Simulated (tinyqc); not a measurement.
Domain walls in a thin film with perpendicular anisotropy: Bloch, Neel and chiral walls, motion and stripe domains: one step, computed by the program tinyqc.

One-dimensional wall: polar angle theta(x), azimuth phi of the moment in the wall (phi = 0 Neel, 90 degrees Bloch). mu_0 = 1.25663706212e-6 T m/A, gamma = 1.76085963023e11 rad/(s T).

Task: Width and energy of the Bloch wall. K_eff = K_u - mu_0 M_s^2/2; Delta = sqrt(A/K_eff); sigma_0 = 4 sqrt(A K_eff); profile theta = 2 arctan exp(x/Delta); quality factor Q = 2 K_u/(mu_0 M_s^2).

Inputs (values chosen for the exercise, for a model film): saturation magnetisation M_s = 1290 kA/m; exchange stiffness A = 22 pJ/m; uniaxial anisotropy K_u = 1110 kJ/m^3.

Give: K_eff; width parameter Delta; sigma_0; quality factor Q.

Result:

K_eff = 64.415 kJ/m^3

width parameter Delta = 18.481 nm

sigma_0 = 4.7617 mJ/m^2

quality factor Q = 1.0616
